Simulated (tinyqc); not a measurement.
Inside a calculation. Model: harmonic transition-state theory with quantum, tunnelling and friction corrections. Computed by tinyqc, a small Python program that keeps every step. Command: `OMP_NUM_THREADS=1 python tinyqc.py 3007880 3007881 out.jsonl rates walk`. One thread of a shared host (Intel(R) Xeon(R) Processor @ 2.30GHz), about 0.03 s of CPU time with the checks. Intermediate numbers are printed to about 7 digits and carried at full precision; extremes and crossings named in words are read from the listed rows.

One atom hops between equivalent sites; three modes at the minimum and two real modes at the saddle are treated as harmonic, the rest of the crystal as unchanged; melting is ignored, so hot rows may lie above the melting point.

Inputs (values chosen for the exercise, modelled on interstitial hydrogen in silicon): barrier E_b = 0.496 eV; imaginary frequency at the saddle nu_b = 30.9 THz; temperature T = 467 K; jump length d = 1.92 angstrom; number of jump directions z = 6; mass ratio of the heavier isotope = 2.

Lattice of sites: three-dimensional. Correction studied: isotope.

frequencies at the minimum (THz): [34.1, 42.7, 55.4]

real frequencies at the saddle (THz): [37.3, 58]

Constants: k_B = 8.617333262e-05 eV/K; h x 1 THz = 4.135667696 meV.

## Classical rate and diffusivity

Vineyard: nu* = product of minimum frequencies / product of real saddle frequencies; k_cl = nu* exp(-E_b/(k_B T)). Activation entropy S = k_B ln(nu* h/(k_B T)); for uncorrelated jumps D = z k d^2/6 and D0 = z nu* d^2/6; 1 angstrom^2 = 1e-16 cm^2.

prefactor nu* = 37.28681 THz

classical rate k_cl = 1.655062e+08 1/s

activation entropy in the Eyring form = 1.343354 k_B

classical diffusivity D = 6.101222e-08 cm^2/s

prefactor D0 = 0.01374541 cm^2/s

Caution: h nu exceeds k_B T, so zero-point and tunnelling corrections to the classical rate matter.

## Quantum harmonic rate

Quantum harmonic: k_q = (k_B T/h) [prod 2 sinh(x_i/2) (minimum) / prod 2 sinh(x_j/2) (saddle)] exp(-E_b/(k_B T)), x = h nu/(k_B T). Zero-point correction to the barrier = (h/2)(sum of saddle frequencies - sum of minimum frequencies).

x at the minimum: [3.504372, 4.388173, 5.693320]

x at the saddle: [3.833228, 5.960516]

zero-point correction = -76.30307 meV

quantum harmonic rate k_q = 2.813988e+08 1/s

ratio k_q/k_cl = 1.700231

To second order in x the ratio is 1 + (sum x_i^2 - sum x_j^2)/24 = 1.5720; the x are too large for that expansion.

## Tunnelling factors

With u = h nu_b/(k_B T): Wigner factor 1 + u^2/24; parabolic barrier (Bell) (u/2)/sin(u/2), valid above T_c = h nu_b/(2 pi k_B); symmetric Eckart barrier: kappa = int_0^infinity P(E) exp(-(E - E_b)/(k_B T)) dE/(k_B T), P = (cosh 2a - 1)/(cosh 2a + cosh 2d), a = alpha sqrt(E/E_b), alpha = 2 pi E_b/(h nu_b), 2d = 2 sqrt(alpha^2 - pi^2/4).

u = 3.175516

crossover temperature T_c = 236.0214 K

Wigner factor = 1.420163

Bell factor = 1.587987

Eckart factor = 1.590382

T/T_c = 1.98: tunnelling near the top of the barrier speeds the rate.

## Isotope effect over temperature

All frequencies of the heavier isotope are divided by sqrt(mass ratio); each column is light over heavy.

Rate ratios:
```
T (K)  classical  quantum harmonic  with Eckart tunnelling
190     1.414214          3.921002                38.51715
230     1.414214          3.100152                11.07315
300     1.414214          2.402888                 4.50238
370     1.414214          2.066155                 3.03851
470     1.414214          1.819300                 2.29237
700     1.414214          1.596597                 1.77219
930     1.414214          1.517204                 1.61221
1400    1.414214          1.459462                 1.50187
```

The classical ratio is sqrt(mass ratio) = 1.4142 at any T. The quantum ratio is 3.9210 in the coldest row, above it, as the minimum holds more zero-point energy than the saddle; tunnelling multiplies it by a further 9.823. In the hottest row the full ratio is 1.5019. Caution: rows below T_c rest on a separable one-dimensional tunnelling factor, which is unreliable there.

Checks made by the program: quantum rate against the classical one at very high temperature (relative difference 1e-07).
